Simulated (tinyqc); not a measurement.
What moves the magnetoresistance: exchange-split free-electron bands and tunnelling magnetoresistance.

Majority and minority bands E = c k^2/m -/+ Dx/2, c = hbar^2/2m0, so k_up = sqrt(m (EF + Dx/2)/c), k_dn = sqrt(m (EF - Dx/2)/c); n_s = k_s^3/(6 pi^2), D_s = m k_s/(4 pi^2 c).

Barrier: kappa = sqrt(mb phi/c), c = hbar^2/2m0. With a = k1/m, b = k2/m, w = kappa/mb, the transmission at normal incidence is T(k1, k2) = 4 a b w^2/[w^2 (a + b)^2 + (w^2 + a^2)(w^2 + b^2) sinh^2(kappa d)]. Parallel: G_P = T(up, up) + T(dn, dn); antiparallel: G_AP = 2 T(up, dn); TMR = (G_P - G_AP)/G_AP. Julliere: TMR = 2 P^2/(1 - P^2). Slonczewski factor: P_eff = P_k (w^2 - a_up a_dn)/(w^2 + a_up a_dn), P_k = (k_up - k_dn)/(k_up + k_dn).

Constants: hbar^2/2m0 = 3.80998211 eV angstrom^2.

Values chosen for the exercise:
```
symbol  value  unit      meaning
EF      5.24   eV        Fermi energy above the mean band bottom
Dx      6.17   eV        exchange splitting
m       1.26   m0        mass in the electrodes
phi     1.54   eV        barrier height above EF
mb      0.49   m0        mass in the barrier
d       11.5   angstrom  barrier thickness
```

All results formed anew.

One parameter was then changed.

Results before and after:
```
case        P_k    P_eff  TMR (%)       G_P
base     0.3256  -0.0109     0.03  0.000256
changed  0.3256   0.0253     0.13  0.000752
```

Which of these changes was made? (a) mb = 0.392 m0; (b) EF = 5.764 eV; (c) d = 13.5 angstrom; (d) Dx = 6.479 eV; (e) phi = 2.002 eV; (f) m = 1.512 m0.

Answer: (a) mb = 0.392 m0. Of the candidates, run in turn, only this one gives the changed row.

All candidates:
```
case                  P_k    P_eff  TMR (%)       G_P
base               0.3256  -0.0109     0.03  0.000256
Dx = 6.479 eV      0.3462  -0.0068     0.01  0.000252
EF = 5.764 eV      0.2901  -0.0299     0.18  0.000261
phi = 2.002 eV     0.3256   0.0317     0.20  6.07e-05
mb = 0.392 m0      0.3256   0.0253     0.13  0.000752
d = 13.5 angstrom  0.3256  -0.0109     0.02  4.32e-05
m = 1.512 m0       0.3256   0.0187     0.07  0.000256
```

Run: tinyqc, `OMP_NUM_THREADS=1 python tinyqc.py 1651592 1651593 out.jsonl`; Intel(R) Xeon(R) Processor @ 2.30GHz, one thread, shared host; about 0.01 s of CPU time with all checks.
